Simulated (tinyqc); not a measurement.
Inside a calculation. Method: Rayleigh-quotient iteration on a symmetric matrix. Computed by tinyqc, a small Python program that keeps every step. Settings: method = rayleigh, shift = 1.36. Command: `OMP_NUM_THREADS=1 python tinyqc.py 27080 27081 out.jsonl` (the two numbers bound the seeds that draw the settings). One thread of a shared host (Intel(R) Xeon(R) Processor @ 2.60GHz), about 0.01 s of CPU time with the checks.

## Step 1

A:
$$\begin{pmatrix}
0.16200 & 0.31100 & 0.20600 & 0.09300 \\
0.31100 & 1.64800 & 0.06600 & -0.42400 \\
0.20600 & 0.06600 & 1.67200 & -0.06400 \\
0.09300 & -0.42400 & -0.06400 & 3.60900
\end{pmatrix}$$

vector v at the start: [0.50000, 0.50000, 0.50000, 0.50000]

shift = 1.36000

solve (A - shift) w = v; v' = w/|w| with its largest component positive (the first on a tie); lambda = v'^T A v'; the next shift is lambda.

vector after step 1: [0.14276, 0.84521, 0.44547, 0.25844]

Rayleigh quotient after step 1 = 1.71130

## Step 2

As before.

vector after step 2: [0.19918, 0.39353, 0.88999, 0.11571]

Rayleigh quotient after step 2 = 1.75482

## Step 3

As before.

vector after step 3: [0.21681, 0.54273, 0.79906, 0.14118]

Rayleigh quotient after step 3 = 1.76065

## Course of the iteration

Stop when the residual |A v - lambda v| is below 1e-9.

Steps:
```
step     lambda  residual
1     1.7113015  2.21e-01
2     1.7548221  3.41e-02
3     1.7606487  1.05e-03
4     1.7606543  2.92e-08
5     1.7606543  2.54e-16
```

all eigenvalues, for comparison: [0.06786, 1.56277, 1.76065, 3.69972]

Converged in 5 steps.
